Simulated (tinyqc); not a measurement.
# Band bending at a free surface with a continuum of surface states, surface photovoltage and Kelvin probe: effects of single changes

n-type bulk, xi = Ec - EF = Vt ln(Nc/Nd), p0 = ni^2/Nd, ni = sqrt(Nc Nv) exp(-Eg/(2 Vt)), Eg in volts. b is the upward band bending, u = b/Vt. Space charge per area, in units of q: Qc = sign(b) sqrt((2 eps0 eps_r Vt/q) [(Nd + dn)(exp(-u) - 1) + Nd u + (p0 + dn)(exp(u) - 1)]), with dn the excess density under light (flat quasi-Fermi levels; 0 in the dark). The states hold -Ds (E0 - xi - b): negative while the Fermi level lies above the neutrality level. Neutrality: Qc + Qf + (charge of the states) = 0.

Values chosen for this exercise; band and dielectric values close to those of gallium arsenide:
```
symbol,value,unit,meaning
T,350,K,temperature
Eg,1.43,eV,band gap
eps_r,12.9,,relative permittivity
Nc,5.54e17,cm^-3,conduction-band density of states at T
Nv,1.13e19,cm^-3,valence-band density of states at T
chi,4,eV,electron affinity
Nd,5.5e16,cm^-3,donor density
Qf,7.8e10,cm^-2,fixed positive charge at the surface
pt,4.36,eV,work function of the probe tip
Ds,2.1e12,cm^-2 eV^-1,density of surface states
E0,0.64,eV,depth of their neutrality level below the conduction edge
```

Constants: q = 1.602176634e-19 C, kB = 1.380649e-23 J/K, Vt = kB T/q, eps0 = 8.8541878128e-14 F/cm where lengths are in cm. Results are converted to the units shown.

Each table varies one quantity; the others keep the values above.

## Kelvin-probe contrast of the doping

Work function chi + xi + b; contact potential difference CPD = (work function of the sample) - pt. b solves the neutrality condition in the dark.

Results:
```
Nd (cm^-3)  xi (eV)   b (V)  CPD (mV)
1.1e14       0.2571  0.3353     232.4
6e14         0.2059  0.3712     217.1
1.4e15       0.1804  0.3825     202.9
3.2e15       0.1554  0.3867     182.1
7.5e15       0.1298  0.3809     150.6
1.8e16       0.1034  0.3608     104.1
4.1e16      0.07853  0.3262     44.75
```

Estimate the missing row, Nd = 2.6e14 cm^-3.

Computed row:
```
Nd (cm^-3)  xi (eV)   b (V)  CPD (mV)
2.6e14       0.2312  0.3552     226.3
```

With this row back in the table: xi falls by 179 mV over the table and the CPD by 188 mV; b goes from 0.335 through a maximum of 0.387 (at Nd = 3.2e15 cm^-3 among the rows listed) to 0.326 V. Between the first two rows the CPD follows 23.6 % of the change of xi, and between the last two 239 %. It is below 100 % where b rises with the doping (pinning hides it). It exceeds 100 % where b falls as the doping rises.

## Photovoltage against injection

Same model as above.

Under chopped light the surface charge keeps its dark value, so b falls to bL with Qc(bL, dn) = Qc(b, 0); the photovoltage is b - bL.

Results:
```
dn (cm^-3)   bL (V)  photovoltage (mV)  share of b removed (%)
4.9e7        0.3101           7.839e-4                2.528e-4
8e9          0.3100             0.1275                 0.04110
1e11         0.3086              1.521                  0.4906
1.3e12       0.2967              13.36                   4.307
1.7e13       0.2594              50.67                   16.34
2.1e14       0.2055              104.6                   33.73
2.7e15       0.1430              167.1                   53.88
3.5e16      0.07925              230.8                   74.44
4.5e17      0.03020              279.9                   90.26
```

Estimate the missing row, dn = 6.2e8 cm^-3.

Computed row:
```
dn (cm^-3)  bL (V)  photovoltage (mV)  share of b removed (%)
6.2e8       0.3101           0.009916                0.003198
```

With this row back in the table: The photovoltage rises from 7.84e-4 to 280 mV, towards the full b = 310 mV. Its steepest rise is 57.3 mV a decade (Vt ln 10 = 69.4 mV), and it reaches 90.3 % of b in the last row: even strong light does not flatten the bands fully, so a saturation reading understates b. For dn = 4.5e17 the injection is high, and a Dember voltage, left out here, adds to the signal.

## Pinning by the surface states

Same model as above.

Results:
```
Ds (cm^-2 eV^-1)     b (V)  xi + b (eV)  Qc (cm^-2)
2.4e10            -0.01615      0.05352   -6.392e10
6.7e10            -0.01023      0.05943   -3.910e10
1.8e11            0.006745      0.07641    2.345e10
5.1e11             0.06754       0.1372    1.784e11
1.4e12              0.2311       0.3007    3.970e11
1.1e13              0.5076       0.5773    6.119e11
2.9e13              0.5457       0.6154    6.358e11
8.1e13              0.5614       0.6311    6.454e11
```

Estimate the missing row, Ds = 3.9e12 cm^-2 eV^-1.

Computed row:
```
Ds (cm^-2 eV^-1)   b (V)  xi + b (eV)  Qc (cm^-2)
3.9e12            0.4103       0.4800    5.460e11
```

With this row back in the table: b rises from -0.0161 to 0.561 V. The Fermi level moves towards E0 = 0.64 eV and is within 8.93 meV of it in the last row; it is half-way there at the Ds that solves Ds b = Qc(b) + Qf with b = (E0 - xi)/2, 1.84e12 cm^-2 eV^-1.

tinyqc, about 0.01 s, one thread, Intel Xeon 2.30GHz (shared host): `OMP_NUM_THREADS=1 python tinyqc.py 2430159 2430160 out.jsonl`
